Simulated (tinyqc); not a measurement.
# True capacitance, leakage and series resistance from two frequencies

Question. A capacitance C in parallel with G and in series with Rs is measured as Cp and D = Gp/(w Cp) at two frequencies. The series reading Cs = Cp (1 + D^2) equals C + G^2/(w^2 C), and Re Z = D/(w Cp (1 + D^2)) = Rs + G/(G^2 + w^2 C^2). Find C, G and Rs.

f (Hz): 1e6  3e6
Cp (pF): 187.248908  170.493867
D: 0.172497954  0.356886606

Solution. w^2 Cs = w^2 C + G^2/C is a straight line in w^2 with slope C; the intercept gives G, and the real part then gives Rs.

C = 192.1 pF
G = 72.22 uS
Rs = 93.00 ohm

Computed by the program tinyqc: `OMP_NUM_THREADS=1 python tinyqc.py 2022184 2022185 out.jsonl`, one thread of a shared Intel Xeon 2.30GHz, about 0.01 s for the whole run.
